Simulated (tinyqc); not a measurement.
Inside a calculation. Method: inverse iteration on a symmetric matrix. Computed by tinyqc, a small Python program that keeps every step. Settings: method = inverse, shift = 0.92. Command: `OMP_NUM_THREADS=1 python tinyqc.py 21170 21171 out.jsonl` (the two numbers bound the seeds that draw the settings). One thread of a shared host (Intel(R) Xeon(R) Processor @ 2.60GHz), about 0.01 s of CPU time with the checks.

A:
```
[[0.325000, -0.872000, 1.164000, 0.212000],
 [-0.872000, 0.508000, -0.950000, 1.093000],
 [1.164000, -0.950000, 1.669000, -0.907000],
 [0.212000, 1.093000, -0.907000, 2.118000]]
```

Stop when the residual |A v - lambda v| is below 1e-9.

Steps:
```
step      lambda  residual
1     1.32207140  7.09e-01
2     1.44823110  5.61e-01
3     1.51686806  4.66e-01
4     1.56157624  3.91e-01
5     1.59238102  3.27e-01
6     1.61376470  2.73e-01
7     1.62854334  2.26e-01
8     1.63869991  1.87e-01
9     1.64564840  1.55e-01
10    1.65038657  1.28e-01
11    1.65361016  1.05e-01
12    1.65579988  8.68e-02
13    1.65728574  7.15e-02
14    1.65829325  5.89e-02
15    1.65897608  4.85e-02
16    1.65943870  3.99e-02
17    1.65975206  3.28e-02
18    1.65996429  2.70e-02
19    1.66010800  2.22e-02
20    1.66020531  1.83e-02
21    1.66027121  1.51e-02
22    1.66031582  1.24e-02
23    1.66034603  1.02e-02
24    1.66036648  8.39e-03
25    1.66038032  6.90e-03
26    1.66038970  5.68e-03
27    1.66039605  4.67e-03
28    1.66040034  3.84e-03
29    1.66040325  3.16e-03
30    1.66040522  2.60e-03
```

Can the last value be used, and what does the course show?

Not by the stop rule, although the second column moves by less than 1e-05 over the last three steps. Not converged in 30 steps: the residual falls only by the ratio of the two smallest distances of eigenvalues from the shift, 0.82 a step. all eigenvalues, for comparison: [-0.845205, 0.020158, 1.660409, 3.784637].
